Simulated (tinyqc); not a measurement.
Changing the Huang-Rhys factor S: non-radiative capture by multiphonon emission, one effective mode. Computed by tinyqc, a small Python program. Command: `OMP_NUM_THREADS=1 python tinyqc.py 3028201 3028202 out.jsonl capture sweep`. One thread of a shared host (Intel(R) Xeon(R) Processor @ 2.30GHz), about 0.05 s of CPU time with the checks.

The initial state (free carrier plus empty centre) lies dE above the final state; both have the same frequency and are displaced by dQ.

Inputs (values chosen for the exercise, with mass, screening and phonons like those of CdS):
```
quantity,value,unit
energy released dE,0.127,eV
phonon energy hbar omega,17.9,meV
electron-phonon coupling W,0.024,eV/(u^(1/2) angstrom)
cell volume V,1300,angstrom^3
degeneracy g,4,-
broadening b,13,meV
carrier mass m,0.2,m_0
temperature T,500,K
defect density N_t,4e+15,cm^-3
```

Centre: neutral.

Constants: hbar^2/u = 4.18015928e-03 eV angstrom^2; k_B = 8.617333262e-05 eV/K; hbar = 6.582119569e-16 eV s; k_B = 1.380649e-23 J/K; m_0 = 9.1093837015e-31 kg.

Method:
- dQ = sqrt(2 S (hbar^2/u)/hbar omega); relaxation energy lambda = S hbar omega; phonons needed P = dE/hbar omega; classical barrier E_b = (dE - lambda)^2/(4 lambda); occupation n = 1/(exp(hbar omega/k_B T) - 1).
- Huang-Rhys weight for a net emission of p phonons: L_p = exp(-S (2n + 1)) ((n + 1)/n)^(p/2) I_p(2 S sqrt(n (n + 1))), I_p the modified Bessel function.
- M_p = sum_m w_m <m_i|Q|(m + p)_f>^2 with Q counted from the final minimum and Boltzmann weights w_m for m = 0..24; <m_i|Q|k_f> = sqrt((hbar^2/u)/(2 hbar omega)) [sqrt(k) <m|k-1> + sqrt(k+1) <m|k+1>], with overlaps of oscillators displaced by d = sqrt(2 S) summed on 1500 points from -16 to 16 + d.
- The delta function is a Gaussian of standard deviation b at dE - p hbar omega.
- C_0 = V (2 pi/hbar) g W^2 sum_p M_p Gaussian_p. The sum runs over the seven p from round(P) - 3 to round(P) + 3; 1 angstrom^3 = 1e-24 cm^3.
- For a neutral centre the Sommerfeld factor is 1.
- C = s C_0; v = sqrt(3 k_B T/m); sigma = C/v; tau = 1/(C N_t).

One run for each value:
```
Huang-Rhys factor S,capture coefficient C (cm^3/s),classical barrier E_b (eV),dQ (u^(1/2) angstrom)
1.0,7.0569e-08,0.16624,0.6834
1.3,1.2684e-07,0.11560,0.7792
1.6,1.8422e-07,0.08445,0.8645
2.0,2.5165e-07,0.05808,0.9665
2.5,3.1491e-07,0.03779,1.0806
3.1,3.6240e-07,0.02304,1.2033
3.9,3.9153e-07,0.01171,1.3496
4.9,3.9619e-07,0.00440,1.5128
6.1,3.7959e-07,0.00073,1.6879
```

What does the table show, and why?

Over the rows, capture coefficient C (cm^3/s) goes from 7.06e-8 through a maximum among these rows, 3.96e-7 at 4.90, to 3.80e-7; classical barrier E_b (eV) falls from 0.166 to 7.26e-4 (exponent d ln y / d ln x -1.4 between the first rows and -8.2 between the last); dQ (u^(1/2) angstrom) rises from 0.683 to 1.69 (exponent d ln y / d ln x about 0.50 throughout). The barrier vanishes where S equals the number of phonons needed, dE/hbar omega = 7.1.

Extremes, crossings and ranges named in words are read from the listed rows.
